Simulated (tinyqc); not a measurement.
Inside a calculation. Model: double-gate transistor, scale length and short-channel effects.

tinyqc, about 0.01 s, one thread, Intel Xeon 2.30GHz (shared host): `OMP_NUM_THREADS=1 python tinyqc.py 2420125 2420126 out.jsonl` Printed values are rounded.

A body of thickness ts between two insulators of thickness ti and two tied gates. Below threshold the potential that source and drain add obeys Laplace's equation and vanishes on the gate. Its lowest mode decays along the channel as exp(-k y); k is the smallest positive root of the matching condition at the interface, and the scale length is Lambda = pi/k.

Parameters, values chosen for the exercise; permittivities: semiconductor close to that of gallium nitride, insulator close to that of aluminium oxide: temperature T = 300 K; relative permittivity of the semiconductor eps_r = 9.33; relative permittivity of the insulator ei = 8.77; insulator thickness ti = 1.8 nm; body thickness ts = 8.2 nm; channel length L = 27 nm; potential of the source Vbi = 0.91 V; potential of the barrier top at threshold sT = 0.63 V; long-channel threshold VTL = 0.3 V; long-channel body factor m = 1; drain voltage Vds = 0.6 V.

Constants: q = 1.602176634e-19 C, kB = 1.380649e-23 J/K, Vt = kB T/q. Results are converted to the units shown.

## Scan of the matching condition

k, point 0 to 7 (1/nm): 0.0475  0.095  0.1425  0.19  0.2375  0.285  0.3325  0.38

f(k) = ei cos(k ti) cos(k ts/2) - eps_r sin(k ti) sin(k ts/2).

f(k), point 0 to 7: 8.418596  7.391912  5.770387  3.681091  1.287800  -1.221791  -3.650722  -5.808151

The first change of sign lies between k = 0.2375 and 0.285 1/nm.

## Iteration 1: decay constant by Newton steps

k at the start = 0.285 1/nm

f(k) = ei cos(k ti) cos(k ts/2) - eps_r sin(k ti) sin(k ts/2); f' by a central difference with +/- 1e-5 1/nm; k(new) = k - f/f'.

f = -1.221791
f' = -52.67559 nm
k after iteration 1 = 0.2618054 1/nm

## Iteration 2: decay constant by Newton steps

As before.

f = 0.005829246
f' = -53.01198 nm
k after iteration 2 = 0.2619153 1/nm

## Course of the iteration: decay constant by Newton steps

Stop when k changes by less than 1e-10 1/nm, or after 30 iterations.

Course of the iteration:
```
iteration   k (1/nm)  |change| (1/nm)
1          0.2618054           0.0232
2          0.2619153          1.10e-4
3          0.2619153         7.92e-10
4          0.2619153          < 1e-14
```

Converged in 4 iterations. The change falls from 0.023 in the first iteration to below the tolerance in the last.

## Scale length against simple estimates

k = 0.2619153 1/nm

Lambda = pi/k and l = 1/k. A parabolic potential across the structure gives l(parabolic) = sqrt((eps_r/(2 ei)) ts ti (1 + ei ts/(4 eps_r ti))).

Lambda = 11.99469 nm
l = 3.818028 nm
l(parabolic) = 4.031903 nm

The parabolic estimate is 5.6 % above l.

## Threshold shift, barrier position and swing

Along the channel psi(y) = s + a exp(y/l) + b exp(-y/l) with psi(0) = Vbi, psi(L) = Vbi + Vds and l = 1/k = Lambda/pi; with A = Vbi - s, B = A + Vds, x = exp(-L/l): a = (B - A x) x/(1 - x^2), b = (A - B x)/(1 - x^2). The minimum is s + 2 sqrt(a b), at y = (l/2) ln(b/a). The long-channel potential follows the gate as s = sT + (Vg - VTL)/m, and the threshold VT is the gate voltage at which the minimum equals sT. Swing = m Vt ln 10/g at threshold, g = d(minimum)/ds = 1 - (b x + a)/((1 + x) sqrt(a b)).

s at threshold = 0.5990305 V
a = 7.729868e-4 V
b = 0.3101965 V
position of the minimum = 11.44396 nm
VT = 0.2690305 V
swing = 63.79190 mV/decade

The threshold lies 31.0 mV below the long-channel value, and the barrier top sits at 0.42 L from the source.
